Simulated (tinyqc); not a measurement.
Inside a calculation. Model: thermal, flicker and telegraph noise of a field-effect transistor. Computed by tinyqc, a small Python program that keeps every step. Command: `OMP_NUM_THREADS=1 python tinyqc.py 3009233 3009234 out.jsonl noise walk`. One thread of a shared host (Intel(R) Xeon(R) Processor @ 2.30GHz), about 0.01 s of CPU time with the checks. Intermediate numbers are printed to about 7 digits and carried at full precision; extremes and crossings named in words are read from the listed rows.

Strong inversion, threshold roll-off and channel-length modulation left out; noise sources are uncorrelated and are given as one-sided spectral densities.

Inputs (values chosen for the exercise, modelled on a silicon n-channel):

| quantity | value | unit |
|---|---|---|
| width W | 21 | micrometre |
| length L | 200 | nm |
| electrical oxide thickness t | 2.6 | nm |
| mobility mu | 170 | cm^2/(V s) |
| saturation velocity v_s | 0.85 | 1e7 cm/s |
| overdrive V_ov | 0.23 | V |
| thermal noise factor gamma | 1.2 | - |
| oxide trap density N_t | 6e+15 | 1/(eV cm^3) |
| oxide barrier phi | 1.8 | eV |
| oxide mass m_ox | 0.27 | m_0 |
| Coulomb scattering coefficient alpha_sc | 27000 | V s/C |
| frequency f | 100 | Hz |
| temperature T | 300 | K |

Operating region: saturation. Flicker model: number with correlated mobility.

Constants: eps_0 = 8.8541878128e-12 F/m; hbar = 1.054571817e-34 J s; m_0 = 9.1093837015e-31 kg; e = 1.602176634e-19 C; k_B = 8.617333262e-05 eV/K; k_B = 1.380649e-23 J/K.

## Operating point

C_ox = 3.9 eps_0/t; V_c = 2 v_s L/mu; I = W C_ox v_s V_ov^2/(V_ov + V_c); g_m = W C_ox v_s V_ov (V_ov + 2 V_c)/(V_ov + V_c)^2; g_d0 = mu C_ox (W/L) V_ov.

C_ox = 1.328128 microfarad/cm^2

drain current I = 562.3789 microampere

g_m = 4638.063 microsiemens

g_d0 = 5452.630 microsiemens

## Flicker noise

Tunnelling length lambda = hbar/(2 sqrt(2 m_ox phi)); flat-band noise S_Vfb = e^2 k_B T lambda N_t/(W L C_ox^2 f). S_I = g_m^2 S_Vfb (1 + alpha_sc mu C_ox I/g_m)^2.

tunnelling length lambda = 1.399953 angstrom

S_Vfb = 7.524025e-15 V^2/Hz

flicker S_I = 4.895626e-19 A^2/Hz

flicker S_I/I^2 = 1.547926e-12 1/Hz

Caution: fewer than one trap per decade of time constant is active, so one device shows telegraph steps and the 1/f law is only a mean over many devices.

## Thermal noise and corner

Thermal: S_I = 4 k_B T gamma g_d0; input-referred S_V = S_I/g_m^2; corner f_c where flicker equals thermal. Total input noise from 1 Hz to f_c: sqrt(S_V,thermal [f_c ln(f_c/1 Hz) + f_c - 1 Hz]).

thermal S_I = 1.084056e-22 A^2/Hz

input-referred thermal noise = 2.244860 nV/sqrt(Hz)

corner frequency f_c = 451602.6 Hz

input noise up to f_c = 5.648720 microvolt

full shot noise 2eI over thermal S_I = 1.662331

At f the noise is flicker dominated (f_c/f = 4520).

## How many traps?

Active traps per decade of time constant: N_dec = N_t k_B T W L lambda ln(10); a single trap at the interface shifts the threshold by e/(W L C_ox) and the current by g_m times that; tunnelling depth for frequency f, z = lambda ln(1/(2 pi f tau_0)), tau_0 = 1e-10 s.

traps per decade = 0.2100021

threshold step of one trap = 0.002872243 mV

current step of one trap = 0.002368802 %

depth probed at f = 2.321514 nm

With fewer than one trap per decade the spectrum is not a smooth 1/f but a few Lorentzians, seen in time as telegraph steps, and S_Vfb is only the mean over many devices.

## Telling the models apart

The formulas are those given above.

Against the overdrive:

| V_ov (V) | I (microampere) | (g_m/I)^2 (1/V^2) | S_I/I^2 (1/Hz) | S_I/g_m^2 (V^2/Hz) |
|---|---|---|---|---|
| 0.20 | 431.038 | 91.11570 | 1.840817e-12 | 2.020307e-14 |
| 0.25 | 658.530 | 57.08642 | 1.402237e-12 | 2.456341e-14 |
| 0.32 | 1046.382 | 33.86036 | 1.068178e-12 | 3.154657e-14 |
| 0.40 | 1580.473 | 21.00694 | 8.581187e-13 | 4.084928e-14 |
| 0.50 | 2370.709 | 12.96000 | 7.073676e-13 | 5.458083e-14 |
| 0.63 | 3577.697 | 7.80853 | 5.947042e-13 | 7.616082e-14 |
| 0.80 | 5418.763 | 4.59184 | 5.107350e-13 | 1.112267e-13 |
| 1.00 | 7902.363 | 2.77778 | 4.534028e-13 | 1.632250e-13 |

S_I/I^2 falls as V_ov^-1.22 at first and V_ov^-0.53 at the end; (g_m/I)^2 as V_ov^-2.10 and V_ov^-2.25. The input-referred noise rises by a factor 8.08, because trapped charge also scatters, and that term grows with I/g_m.

Checks made by the program: g_m against a numerical derivative of I (relative difference below 1e-10).
